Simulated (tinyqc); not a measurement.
Born-Oppenheimer dynamics on the UHF/6-31g surface (energies and gradients from PySCF), for H2-, spin multiplicity 2, step by step. The basis has no diffuse functions, so it cannot describe the extra electron: this is an exercise in the method, not the real anion. Computed by tinyqc, a small Python program that keeps every step (integrals from PySCF). Settings: charge = -1, multiplicity = 2, basis = 6-31g, time step (fs) = 0.5, steps = 16. Command: `OMP_NUM_THREADS=1 python tinyqc.py 26774 26775 out.jsonl` (the two numbers bound the seeds that draw the settings). One thread of a shared host (Intel(R) Xeon(R) Processor @ 2.60GHz), about 0.9 s of CPU time with the checks.

positions (bohr):
```
           x         y         z
1H  0.000000  0.000000  0.000000
2H  0.000000  0.000000  1.475876
```

The total energy should stay constant up to terms of order dt^2; the step counts as short enough if it moves by less than 2 % of the largest kinetic energy.

Trajectory:
```
time (fs)  1H-2H (angstrom)  potential (hartree)  kinetic (hartree)  total (hartree)
0.000000           0.781000          -0.90427993         0.00006104      -0.90421889
0.500000           0.797141          -0.90753818         0.00322091      -0.90431727
1.000000           0.838610          -0.91488409         0.01040272      -0.90448137
1.500000           0.901094          -0.92372781         0.01913852      -0.90458929
2.000000           0.979726          -0.93209537         0.02747019      -0.90462517
2.500000           1.070210          -0.93905473         0.03443129      -0.90462344
3.000000           1.169088          -0.94433398         0.03972602      -0.90460796
3.500000           1.273628          -0.94796537         0.04337874      -0.90458663
4.000000           1.381663          -0.95012729         0.04556497      -0.90456232
4.500000           1.491500          -0.95107476         0.04653690      -0.90453786
5.000000           1.601851          -0.95108718         0.04657118      -0.90451600
5.500000           1.711772          -0.95042509         0.04592675      -0.90449834
6.000000           1.820597          -0.94930412         0.04481888      -0.90448524
6.500000           1.927865          -0.94788700         0.04341087      -0.90447614
7.000000           2.033269          -0.94628823         0.04181811      -0.90447012
7.500000           2.136601          -0.94458431         0.04011805      -0.90446625
8.000000           2.237719          -0.94282487         0.03836110      -0.90446377
```

Is the time step short enough?

Yes. The total energy moves within 4.1e-04 hartree, under 2 % of the largest kinetic energy.
